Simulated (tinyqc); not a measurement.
Comparisons within one model: alloy A(1-x)B(x) by interpolation with bowing. A value that a table varies takes the place of the one given here.

Each gap follows E(x) = (1 - x) E_A + x E_B - C x (1 - x); the lattice constant follows Vegard, a(x) = (1 - x) a_A + x a_B.

Mass at Gamma from the Kane formula 1/m = F + Ep (Eg + 2 Dso/3)/(Eg (Eg + Dso)). F is fixed by the masses of A and B and interpolated linearly, as is Ep; Eg and Dso carry their bowing.

Constants: hc = 1239.841984 eV nm.

Values chosen for the exercise (A near AlAs, B near InAs; shifted at random, so the results belong to these values and not to a real crystal):
- a = (5.657, 6.057) angstrom (lattice constant of A, B)
- Eg = (3.096, 0.411) eV (gap at Gamma to the s-like level of A, B)
- EgX = (2.267, 1.412) eV (gap to the lowest valley along Gamma-X of A, B)
- EgL = (2.477, 1.142) eV (gap to L of A, B)
- C = (0.794, 0.09, 0) eV (bowing of the Gamma, X and L gaps)
- Dso = (0.282, 0.391) eV (spin-orbit splitting of A, B)
- Ep = (21.2, 21.4) eV (Kane energy of A, B)
- me = (0.1522, 0.0261) m0 (electron mass at Gamma of A, B)
- Cs = 0.12 eV (bowing of Dso)
- x = 0.45 (fraction of B)

## Gaps across the alloy

Eleven compositions.

Gaps (eV):
```
x    a (angstrom)  Gamma      X      L  lowest  wavelength (nm)
0.0        5.6570  3.096  2.267  2.477       X              547
0.1        5.6970  2.756  2.173  2.344       X              570
0.2        5.7370  2.432  2.082  2.210       X              596
0.3        5.7770  2.124  1.992  2.076       X              623
0.4        5.8170  1.831  1.903  1.943   Gamma              677
0.5        5.8570  1.555  1.817  1.810   Gamma              797
0.6        5.8970  1.294  1.732  1.676   Gamma              958
0.7        5.9370  1.050  1.650  1.542   Gamma             1181
0.8        5.9770  0.821  1.569  1.409   Gamma             1510
0.9        6.0170  0.608  1.489  1.276   Gamma             2039
1.0        6.0570  0.411  1.412  1.142   Gamma             3017
```

The lowest valley changes at x = 0.364 (X to Gamma, gap 1.935 eV). The Gamma gap is monotonic, since its bowing (0.794 eV) is smaller than the difference of the end gaps (2.685 eV); at x = 0.5 bowing lowers it by C/4 = 0.199 eV.

## Three ways to interpolate a mass

Linear in m, linear in 1/m, and the Kane formula.

Masses (m0):
```
x      Eg (eV)  linear in m  linear in 1/m    Kane  Kane m/Eg (1/eV)
0.000    3.096       0.1522         0.1522  0.1522            0.0492
0.125    2.674       0.1364         0.0949  0.1439            0.0538
0.250    2.276       0.1207         0.0689  0.1316            0.0578
0.375    1.903       0.1049         0.0541  0.1157            0.0608
0.500    1.555       0.0891         0.0446  0.0975            0.0627
0.625    1.232       0.0734         0.0379  0.0783            0.0635
0.750    0.933       0.0576         0.0329  0.0594            0.0636
0.875    0.660       0.0419         0.0291  0.0418            0.0634
1.000    0.411       0.0261         0.0261  0.0261            0.0635
```

At x = 0.5 the three give 0.0892, 0.0446 and 0.0975; judged by the largest distance, the Kane value is closer to the interpolation in m (largest distances 0.0109 m0 from the rule in m, 0.0626 m0 from the rule in 1/m). The ratio m/Eg varies by a factor of 1.29 while the gap varies by 7.53; a constant ratio is the two-band rule m = Eg/Ep at fixed Ep.

## What each parameter does

Gaps at x and the Kane mass. Each row changes one parameter from the base and keeps the others.

Results:
```
case                       Gamma (eV)  X (eV)  L (eV)  mass (m0)
base                           1.6912  1.8600  1.8762     0.1050
x = 0.49                       1.5819  1.8256  1.8229     0.0990
C = (0.894, 0.19, 0.1) eV      1.6665  1.8352  1.8515     0.1032
Eg = (3.251, 0.411) eV         1.7765  1.8600  1.8762     0.1093
EgX = (2.267, 1.341) eV        1.6912  1.8280  1.8762     0.1050
EgL = (2.353, 1.142) eV        1.6912  1.8600  1.8080     0.1050
Ep = (23.3, 23.5) eV           1.6912  1.8600  1.8762     0.1188
Cs = 0.17 eV                   1.6912  1.8600  1.8762     0.1047
```

The largest shifts from the base row, up to three for each result and ties (the steps differ in size, so this ranks the rows, not the parameters). Gamma (eV): x -0.1093, Eg +0.0853, C -0.0248; unchanged at the printed digits by EgX, EgL, Ep and Cs. X (eV): x -0.0344, EgX -0.0319, C -0.0248; unchanged at the printed digits by Eg, EgL, Ep and Cs. L (eV): EgL -0.0682, x -0.0534, C -0.0248; unchanged at the printed digits by Eg, EgX, Ep and Cs. mass (m0): Ep +0.0138, x -0.0060, Eg +0.0043; unchanged at the printed digits by EgX and EgL.

Run: tinyqc, `OMP_NUM_THREADS=1 python tinyqc.py 1080224 1080225 out.jsonl`; Intel(R) Xeon(R) Processor @ 2.30GHz, one thread, shared host; about 0.01 s of CPU time with all checks.
